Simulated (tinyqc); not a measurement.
Bulk resistivity and mean free path from two films.

Problem. In the thick-film limit single-crystal films obey rho = rho0 (1 + 3 (1 - ps) lam/(8 d)). Find rho0, lam and the product rho0 lam.

Parameters, values chosen for the exercise: specular share of surface scattering ps = 0.

rho at d = 65 and 240 nm (uohm cm): [2.0478654, 1.7650469]

Answer. rho is a straight line in 1/d: the intercept is rho0 and the slope (3/8)(1 - ps) rho0 lam. Without ps only the product (1 - ps) lam could be found.

rho0 = 1.66 uohm cm
lam = 40.5 nm
rho0 lam = 67.2 uohm cm nm

Computed by the program tinyqc: `OMP_NUM_THREADS=1 python tinyqc.py 2100085 2100086 out.jsonl`, one thread of a shared Intel Xeon 2.30GHz, about 0.01 s for the whole run.
